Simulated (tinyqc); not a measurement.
Worked calculation: band-to-band tunnelling and avalanche in a reverse-biased abrupt junction. Computed by tinyqc, a small Python program that keeps every step. Command: `OMP_NUM_THREADS=1 python tinyqc.py 3012466 3012467 out.jsonl zener walk`. One thread of a shared host (Intel(R) Xeon(R) Processor @ 2.30GHz), about 0.01 s of CPU time with the checks. Intermediate numbers are printed to about 5 digits and carried at full precision; extremes and crossings named in words are read from the listed rows.

Direct Kane tunnelling in the local field (for indirect gaps the mass is an effective fit) and one ionisation coefficient for both carriers. N is the doping of the light side, or N_A N_D/(N_A + N_D) for the symmetric junction; the built-in voltage is taken as E_g/e.

Inputs (values chosen for the exercise, modelled on In0.53Ga0.47As):

| quantity | value | unit |
|---|---|---|
| band gap at 300 K, E_g | 0.734 | eV |
| gap narrowing with temperature, -dE_g/dT | 0.34 | meV/K |
| reduced tunnelling mass m_r | 0.022 | m_0 |
| permittivity eps | 13.9 | - |
| ionisation prefactor a | 5e+06 | 1/cm |
| ionisation field at 300 K, b | 1.6e+06 | V/cm |
| relative rise of b with temperature | 3.4 | 1e-4/K |
| effective doping N | 7.7e+16 | 1/cm^3 |
| reverse bias V_R | 1.9 | V |
| current density that defines tunnel breakdown, J_0 | 1 | A/cm^2 |
| temperature T | 400 | K |

Junction: one-sided.

Constants: eps_0 = 8.8541878128e-12 F/m; e = 1.602176634e-19 C; m_0 = 9.1093837015e-31 kg; hbar = 1.054571817e-34 J s.

## Junction at the given bias

E_g(T) = E_g - (T - 300 K)(-dE_g/dT); b(T) = b [1 + (rise)(T - 300 K)]; w = sqrt(2 eps eps_0 (V_R + E_g/e)/(e N)); F_m = 2 (V_R + E_g/e)/w; the field falls linearly from F_m to 0 across w.

E_g(T) = 0.7 eV

depletion width w = 227.76 nm

peak field F_m = 0.22831 MV/cm

shortest tunnelling distance E_g/(e F_m) = 30.660 nm

## Kane coefficients and peak generation rate

Kane: G(F) = A F^2 exp(-B/F), A = e^2 sqrt(m_r)/(18 pi hbar^2 sqrt(E_g)), B = pi sqrt(m_r) E_g^(3/2)/(2 e hbar), SI units; J = e int G dx x V_R/(V_R + E_g/e), the last factor making J vanish at zero bias; int G dx = (w/F_m) int_0^F_m G dF by 64 Gauss-Legendre points.

A = 1.7254e+20 1/(cm s V^2)

B = 4.9431 MV/cm

B/F_m = 21.651

G(F_m) = 3.5559e+21 1/(cm^3 s)

## Tunnel current and multiplication

Avalanche: I = (w/F_m) int_0^F_m a exp(-b/F) dF by 64 Gauss-Legendre points, M = 1/(1 - I), breakdown at I = 1.

tunnel current density = 3.7180e-04 A/cm^2

ionisation integral I = 0.0089587

The estimate e G(F_m) w (F_m/B) V_R/(V_R + E_g/e), which keeps only the region near the peak, gives 4.38e-4 A/cm^2.

## Which breakdown comes first?

V_Z solves J = J_0 and V_A solves I = 1; the lower one is the breakdown voltage; temperature coefficients by a central difference of +/- 10 K.

tunnel breakdown V_Z = 4.5315 V

avalanche breakdown V_A = 9.2054 V

breakdown voltage = 4.5315 V

dV_Z/dT = -6.1532 mV/K

dV_A/dT = 5.6539 mV/K

Tunnelling comes first, at 6.5 E_g/e. V_Z falls on heating because the gap shrinks, and V_A rises because carriers lose more energy to phonons.

## Against the doping

The formulas are those given above.

Breakdown:

| N (1/cm^3) | V_Z (V) | V_A (V) | F_m at breakdown (MV/cm) | first |
|---|---|---|---|---|
| 1.50e+15 | 1.8037e+02 | 158.72 | 0.24952 | avalanche |
| 3.80e+15 | 7.7105e+01 | 78.56 | 0.27745 | tunnelling |
| 9.20e+15 | 3.4259e+01 | 40.95 | 0.28938 | tunnelling |
| 2.30e+16 | 1.4630e+01 | 21.25 | 0.30298 | tunnelling |
| 4.60e+16 | 7.5547e+00 | 13.10 | 0.31443 | tunnelling |
| 7.70e+16 | 4.5315e+00 | 9.21 | 0.32385 | tunnelling |
| 1.50e+17 | 2.2238e+00 | 5.88 | 0.33791 | tunnelling |
| 3.80e+17 | 6.4812e-01 | 3.18 | 0.36521 | tunnelling |
| 9.20e+17 | 6.6251e-02 | 1.78 | 0.42842 | tunnelling |

The mechanism changes between 1.50e15 and 3.80e15 per cm^3. Across the table V_Z + E_g/e scales as N^-0.85 and V_A as N^-0.70: tunnelling needs a nearly fixed field, while avalanche in a thinner layer needs a higher one. Rows with V_Z below E_g/e understate it, since the local Kane formula overestimates the current there. Rows with V_A below about 5 E_g/e understate it, since the local law ignores the distance a carrier needs to reach the ionisation energy.

Checks made by the program: field integral against adaptive quadrature in x (relative difference 3e-10).
